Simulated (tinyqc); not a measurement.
p-n diode, drift-diffusion by the Gummel loop with Scharfetter-Gummel fluxes: two steps of the calculation.

Abrupt junction at x = 0, p side from -Lp, n side to Ln, ohmic contacts. psi is counted from the intrinsic level; n = ni exp((psi - phin)/Vt), p = ni exp((phip - psi)/Vt). Contacts: p side psi = V - Vt ln(Na/ni), p = Na, n = ni^2/Na; n side psi = Vt ln(Nd/ni), n = Nd, p = ni^2/Nd. Constant mobilities, D = mu Vt, Boltzmann statistics, SRH recombination through a mid-gap level, U = (n p - ni^2)/(tp (n + ni) + tn (p + ni)). Current is positive from the p contact to the n contact.

Parameters, values chosen for the exercise; band and dielectric values close to those of cadmium telluride:

| symbol | value | unit | meaning |
|---|---|---|---|
| T | 300 | K | temperature |
| Na | 7.2e15 | cm^-3 | acceptor density of the p side |
| Nd | 3.1e16 | cm^-3 | donor density of the n side |
| mun | 800 | cm^2/(V s) | electron mobility |
| mup | 74 | cm^2/(V s) | hole mobility |
| tn | 5e-9 | s | SRH lifetime of electrons |
| tp | 2e-9 | s | SRH lifetime of holes |
| G | 0 | cm^-3 s^-1 | uniform generation rate |

Constants: q = 1.602176634e-19 C, kB = 1.380649e-23 J/K, Vt = kB T/q. Results are converted to the units shown.

Question 1. Electron continuity. With psi and p held, F_i = (mun Vt/h_i) [n_(i+1) B(d_i) - n_i B(-d_i)], d_i = (psi_(i+1) - psi_i)/Vt, B(d) = d/(exp(d) - 1); solve F_i - F_(i-1) = w_i [(n_i p_i - ni^2)/den_i - G] for the new n, with den = tp (n + ni) + tn (p + ni) taken at the old n and p, h_i = x_(i+1) - x_i, w_i = (h_(i-1) + h_i)/2; phin = psi - Vt ln(n/ni).

```
node  x (nm)     psi (V)  n after Poisson (cm^-3)  p after Poisson (cm^-3)
0      -1200  0.01171492             5.6995223e-5                   7.2e15
1       -736  0.01172775              1.0083307e6             7.1964271e15
2       -434  0.01248391              1.0382594e6             6.9889844e15
3       -238  0.03160975              2.1757345e6             3.3351398e15
4       -110  0.18911760              9.6298914e8             7.5352652e12
5        -27  0.40521621             4.1107236e12              1.7652314e9
6         27  0.59403039             6.1074058e15              1.1881278e6
7        106  0.63362267             2.8247358e16              2.5688698e5
8        220  0.63596051             3.0920873e16              2.3467573e5
9        387  0.63602571             3.0998957e16              2.3408460e5
10       630  0.63602657             3.0999993e16              2.3407678e5
11       984  0.63602658             3.1000000e16              2.3407673e5
12      1500  0.63602658                   3.1e16             1.3237600e-5
```

ni = 6.4059785e5 cm^-3

Give: new n; phin after round 1.

Answer 1.

```
node  new n (cm^-3)  phin after round 1 (V)
0          5.700e-5                  0.6100
1           5.105e5                  0.0176
2           8.685e5                  0.0046
3           2.151e6                  0.0003
4           9.629e8                  0.0000
5          4.111e12                  0.0000
6          6.107e15                  0.0000
7          2.825e16                  0.0000
8          3.092e16                  0.0000
9          3.100e16                  0.0000
10         3.100e16                  0.0000
11         3.100e16                  0.0000
12         3.100e16                  0.0000
```

Question 2. Hole continuity. With psi and the new n held, F_i = (mup Vt/h_i) [p_(i+1) B(-d_i) - p_i B(d_i)], d_i = (psi_(i+1) - psi_i)/Vt, B(d) = d/(exp(d) - 1); solve F_i - F_(i-1) = w_i [(n_i p_i - ni^2)/den_i - G] for the new p, with den = tp (n + ni) + tn (p + ni) taken at the new n and the old p, h_i = x_(i+1) - x_i, w_i = (h_(i-1) + h_i)/2; phip = psi + Vt ln(p/ni).

```
node  x (nm)     psi (V)  new n (cm^-3)  p after Poisson (cm^-3)
0      -1200  0.01171492   5.6995223e-5                   7.2e15
1       -736  0.01172775    5.1050268e5             7.1964271e15
2       -434  0.01248391    8.6853979e5             6.9889844e15
3       -238  0.03160975    2.1508902e6             3.3351398e15
4       -110  0.18911760    9.6287990e8             7.5352652e12
5        -27  0.40521621   4.1107233e12              1.7652314e9
6         27  0.59403039   6.1074058e15              1.1881278e6
7        106  0.63362267   2.8247358e16              2.5688698e5
8        220  0.63596051   3.0920873e16              2.3467573e5
9        387  0.63602571   3.0998957e16              2.3408460e5
10       630  0.63602657   3.0999993e16              2.3407678e5
11       984  0.63602658   3.1000000e16              2.3407673e5
12      1500  0.63602658         3.1e16             1.3237600e-5
```

ni = 6.4059785e5 cm^-3

Find: new p; phip after round 1.

Answer 2.

```
node  new p (cm^-3)  phip after round 1 (V)
0         7.2000e15                 0.61000
1         7.1964e15                 0.61000
2         6.9890e15                 0.61000
3         3.3351e15                 0.61000
4         7.5353e12                 0.61000
5          1.7621e9                 0.60995
6          1.1816e6                 0.60986
7          2.3936e5                 0.60817
8          1.8184e5                 0.60341
9          1.3615e5                 0.59599
10            87989                 0.58471
11            42130                 0.56567
12        1.3238e-5                 0.00000
```

Numbers from tinyqc (`OMP_NUM_THREADS=1 python tinyqc.py 2240138 2240139 out.jsonl`; about 0.2 s on one thread of a shared Intel Xeon 2.30GHz).
